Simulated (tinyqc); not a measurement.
Equilibrium crystal shape, supported particles, Gibbs-Thomson effect and coarsening: one step, computed by the program tinyqc.

A cubic crystal bounded by {100}, {110} and {111} facets only.

Problem. Gibbs-Thomson solubility and coarsening. Spherical precipitates of nearly pure solute with atomic volume Omega: x(r) = x_inf exp(l/r), l = 2 gamma_i Omega/(k_B T). Diffusion-limited coarsening at small volume fraction (Lifshitz-Slyozov-Wagner): r^3 = r0^3 + K t, K = (4/9) D x_inf l; the number density falls as (r0/r)^3. The steady size distribution is assumed from the start, and D and x_inf are inputs that do not follow T.

Inputs (values chosen for the exercise, for a model metal):

| quantity | value | unit |
|---|---|---|
| temperature T | 725 | K |
| precipitate interface energy gamma_i | 0.4 | J/m^2 |
| solubility x_inf at a flat interface | 0.017 | - |
| diffusivity D | 2.7e-19 | m^2/s |
| mean radius at the start r0 | 2.3 | nm |
| time t | 5400 | s |

Omega = 17.64378 angstrom^3

Constants: k_B = 1.380649e-23 J/K.

Give: capillary length l; x(r0)/x_inf; rate constant K; mean radius at t; number density over its start.

Solution.

capillary length l = 1.4101 nm

x(r0)/x_inf = 1.8461

rate constant K = 0.0028767 nm^3/s

mean radius at t = 3.0257 nm

number density over its start = 0.43923

The time to double the radius is 7 r0^3/K = 30000 s; t is 0.18 times that. Caution: l is not small against r0, so the linearised Gibbs-Thomson law behind the coarsening rate is rough.
